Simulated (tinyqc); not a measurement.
Self-heating of a transistor with one or more fingers, with temperature-dependent conductivity: one step, computed by the program tinyqc.

N long parallel fingers lie on the top face of a slab whose bottom is held at T_0; the top is otherwise insulated, and heat flows in two dimensions. P in W/mm is 1000 P in W/m.

Problem. Linear temperature rise of each finger. theta_i = (P/(pi kappa_0)) [g_0 + sum over j != i of g(|i - j| s)], with equal powers and constant conductivity; thermal resistance = largest theta/P.

Inputs (values chosen for the exercise, modelled on indium phosphide): conductivity at the base temperature kappa_0 = 64.7 W/(m K); power per gate width P = 0.64 W/mm; fingers N = 3; width of the heat source w = 0.16 micrometre; phonon free path Lambda = 120 nm.

Power: power rises with temperature.

own factor g_0 = 8.634828

g(j s), j = 1..7: [1.172188, 0.570624, 0.294981, 0.154669, 0.081406, 0.042890, 0.022604]

Give: theta of each finger; largest theta; thermal resistance.

Solution.

theta of each finger (K): [32.676, 34.570, 32.676]

largest theta = 34.570 K

thermal resistance = 54.015 K mm/W

The neighbours supply 21 % of the rise of the hottest finger, which runs 1.9 K above the outer ones. Caution: the source is narrower than two phonon free paths, so the Fourier result understates the rise at the source.
